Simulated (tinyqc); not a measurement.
# Surface potential of a MOS transistor: implicit equation and explicit approximations, step by step

Program tinyqc, `OMP_NUM_THREADS=1 python tinyqc.py 2122076 2122077 out.jsonl`; Intel Xeon 2.30GHz, shared host, one thread, about 0.01 s. Printed values are rounded.

p-type body, charge-sheet picture, depletion and inversion only, full ionisation (an idealisation for deep acceptors), Boltzmann statistics (rough once Na exp(x - xn) passes about Nc/7). In units of Vt: xg = (Vg - Vfb)/Vt, x = psi/Vt, G = gamma/sqrt(Vt), xn = (2 phiF + Vc)/Vt. The implicit equation is (xg - x)^2 = G^2 [x - 1 + exp(x - xn)] for x above about 3. Cox = eps0 eox/tox.

Inputs (values chosen for the exercise); band and dielectric values close to those of silicon: temperature T = 300 K; band gap Eg = 1.1 eV; relative permittivity eps_r = 11.9; conduction-band density of states at T Nc = 2.81e19 cm^-3; valence-band density of states at T Nv = 2.65e19 cm^-3; relative permittivity of the gate insulator (close to aluminium oxide) eox = 9.21; insulator thickness tox = 18 nm; acceptor density Na = 3.2e16 cm^-3; flat-band voltage Vfb = -0.78 V; channel-body voltage Vc = 0 V; gate-body voltage Vg = 0.38 V.

Constants: q = 1.602176634e-19 C, kB = 1.380649e-23 J/K, Vt = kB T/q, eps0 = 8.8541878128e-14 F/cm where lengths are in cm. Results are converted to the units shown.

## Scales

ni = sqrt(Nc Nv) exp(-Eg/(2 Vt)), Eg in volts; phiF = Vt ln(Na/ni); gamma = sqrt(2 q eps0 eps_r Na)/Cox; VT = Vfb + Vt (xn + G sqrt(xn - 1)).

phiF = 0.3755384 V
gamma = 0.2294337 V^0.5
G = 1.426954
xn = 29.05295
VT = 0.1664628 V
xg = 44.87080

## Explicit approximation

Depletion value a = 1 + [sqrt(G^2/4 + xg - 1) - G/2]^2; inversion value b = xn + ln[(xg - xn)^2/G^2 - xn + 1] and first guess y = min(a, b) - ln(1 + exp(-|a - b|)) if a > xn + 1, else b = y = a; one second-order correction with D = exp(y - xn), p = 2 (xg - y) + G^2 (1 + D), w = (xg - y)^2 - G^2 (y - 1 + D): z = y + 2 w/(p + sqrt(p^2 - 2 (2 - G^2 D) w)), or the Newton step z = y + w/p where the root is not real.

a = 36.38279
b = 33.60498
y = 33.54466
p = 206.4695
w = -119.7670
z = 32.96459

The root of the implicit equation is x = 32.7514; y misses it by 0.79 and z by 0.21, in units of Vt (Newton branch).

## Starting value

x = a rounded to two decimals.

x at the start = 36.38

## Iteration 1: new x

D = exp(x - xn), f = (xg - x)^2 - G^2 (x - 1 + D), f' = -2 (xg - x) - G^2 (1 + D), x(new) = x - f/f'.

D = 1520.894
f = -3096.789
f' = -3115.860
x after iteration 1 = 35.38612

## Iteration 2: new x

As before.

D = 562.9405
f = -1126.317
f' = -1167.264
x after iteration 2 = 34.42120

## Course of the iteration

Stop when the step is below 1e-11, or after 60 iterations.

Course of the iteration:
```
iteration	x before the step	step
1	36.38	-0.994
2	35.38612	-0.965
3	34.42120	-0.861
4	33.56060	-0.588
5	32.97270	-0.204
6	32.76919	-0.0177
7	32.75148	-1.17e-4
8	32.75137	-5.08e-9
9	32.75137	0
```

Converged in 9 iterations.

## Potential, charges and gate control

converged x = 32.75137

psi = Vt x; N_dep = Cox Vt G sqrt(x - 1)/q; N_inv = (Cox Vt G/q) [sqrt(x - 1 + exp(x - xn)) - sqrt(x - 1)]; dpsi/dVg = 1/[1 + G^2 (1 + exp(x - xn))/(2 (xg - x))].

psi = 0.8466883 V
N_dep = 5.877747e11 cm^-2
N_inv = 2.9816e11 cm^-2
dpsi/dVg = 0.2233921

psi lies 3.7 Vt above 2 phiF + Vc.
